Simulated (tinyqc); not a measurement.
One-sided p+-n junction, ionisation integral and breakdown: two steps of the calculation.

A p+ layer at x < 0 and an n drift layer from x = 0. Depletion approximation, built-in voltage neglected. Local ionisation coefficients alpha_n = an exp(-(bn/E)^mx), alpha_p = ap exp(-(bp/E)^mx). Electrons move towards +x, holes towards x = 0.

Parameters, values chosen for the exercise; material values close to those of gallium nitride:
```
symbol   value   unit                                           meaning
eps_r     9.37                                    relative permittivity
an      2.75e8   1/cm  prefactor of the electron ionisation coefficient
bn      3.47e7   V/cm                      field constant for electrons
ap      1.31e8   1/cm      prefactor of the hole ionisation coefficient
bp      2.06e7   V/cm                          field constant for holes
mx           1                                                 exponent
N       3.6e16  cm^-3                  donor density of the drift layer
V          580      V                                   reverse voltage
fr         0.4         share of the depleted width that the grid covers
```

Constants: q = 1.602176634e-19 C, eps0 = 8.8541878128e-14 F/cm where lengths are in cm. Results are converted to the units shown.

Problem 1. Field and ionisation coefficients on a grid. W = sqrt(2 eps0 eps_r V/(q N)), peak field E0 = q N W/(eps0 eps_r), falling linearly to 0 at W. Grid: 10 equal steps from 0 to fr W.

Find: W; x; E; alpha_n; alpha_p.

Solution 1.

W = 4.0848 um

| point | x (um) | E (kV/cm) | alpha_n (1/cm) | alpha_p (1/cm) |
|---|---|---|---|---|
| 0 | 0.0000 | 2839.8 | 1357.2 | 92664 |
| 1 | 0.1634 | 2726.2 | 815.73 | 68493 |
| 2 | 0.3268 | 2612.6 | 469.04 | 49314 |
| 3 | 0.4902 | 2499.0 | 256.46 | 34460 |
| 4 | 0.6536 | 2385.5 | 132.39 | 23272 |
| 5 | 0.8170 | 2271.9 | 63.972 | 15112 |
| 6 | 0.9803 | 2158.3 | 28.633 | 9376.9 |
| 7 | 1.1437 | 2044.7 | 11.721 | 5517.9 |
| 8 | 1.3071 | 1931.1 | 4.3192 | 3050.6 |
| 9 | 1.4705 | 1817.5 | 1.4049 | 1566.1 |
| 10 | 1.6339 | 1703.9 | 0.39344 | 735.65 |

Problem 2. Ionisation integrals by the trapezoid rule. G(x) = integral from 0 to x of (alpha_n - alpha_p); I_n = integral of alpha_n exp(-G) (electrons injected at x = 0), I_p = integral of alpha_p exp(G(end) - G) (holes injected at the far edge); M = 1/(1 - I). All integrals by the trapezoid rule on the grid.

| point | x (um) | alpha_n (1/cm) | alpha_p (1/cm) |
|---|---|---|---|
| 0 | 0.0000000 | 1357.2427 | 92663.952 |
| 1 | 0.1633905 | 815.72929 | 68492.939 |
| 2 | 0.3267809 | 469.03744 | 49313.569 |
| 3 | 0.4901714 | 256.46021 | 34460.074 |
| 4 | 0.6535618 | 132.39216 | 23272.453 |
| 5 | 0.8169523 | 63.971824 | 15111.957 |
| 6 | 0.9803428 | 28.632902 | 9376.9185 |
| 7 | 1.1437332 | 11.720618 | 5517.8595 |
| 8 | 1.3071237 | 4.3191533 | 3050.6209 |
| 9 | 1.4705142 | 1.4049237 | 1566.1489 |
| 10 | 1.6339046 | 0.39343598 | 735.64875 |

Give: G; alpha_n exp(-G); I_n; I_p; M_n; M_p.

Solution 2.

| point | G | alpha_n exp(-G) (1/cm) |
|---|---|---|
| 0 | 0.0000 | 1357.2 |
| 1 | -1.2988 | 2989.6 |
| 2 | -2.2507 | 4453.4 |
| 3 | -2.9292 | 4799.1 |
| 4 | -3.3977 | 3957.8 |
| 5 | -3.7097 | 2612.6 |
| 6 | -3.9090 | 1427.3 |
| 7 | -4.0303 | 659.6 |
| 8 | -4.1002 | 260.7 |
| 9 | -4.1379 | 88.0 |
| 10 | -4.1567 | 25.1 |

I_n = 0.35847
I_p = 0.97410
M_n = 1.5588
M_p = 38.607

Computed by the program tinyqc: `OMP_NUM_THREADS=1 python tinyqc.py 2120149 2120150 out.jsonl`, one thread of a shared Intel Xeon 2.30GHz, about 0.06 s for the whole run.
